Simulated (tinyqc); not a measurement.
Inside a calculation. Method: plane-wave Kohn-Sham cycle with exchange-only LDA in a layered model solid. One step of it, computed by the program tinyqc.

Problem. Iteration 1: levels at that k. Diagonalise the Hermitian matrix.

H (hartree), lower triangle:
```
           -3         -2         -1         +0         +1         +2        +3
-3   2.407695
-2  -0.130000   0.785591
-1  -0.095000  -0.130000  -0.115578
+0   0.000000  -0.095000  -0.130000  -0.295812
+1   0.000000   0.000000  -0.095000  -0.130000   0.244889
+2   0.000000   0.000000   0.000000  -0.095000  -0.130000   1.506526
+3   0.000000   0.000000   0.000000   0.000000  -0.095000  -0.130000  3.489098
```

Give: eigenvalues.

Solution.

eigenvalues (hartree): -0.428  -0.059  0.270  0.802  1.516  2.421  3.500
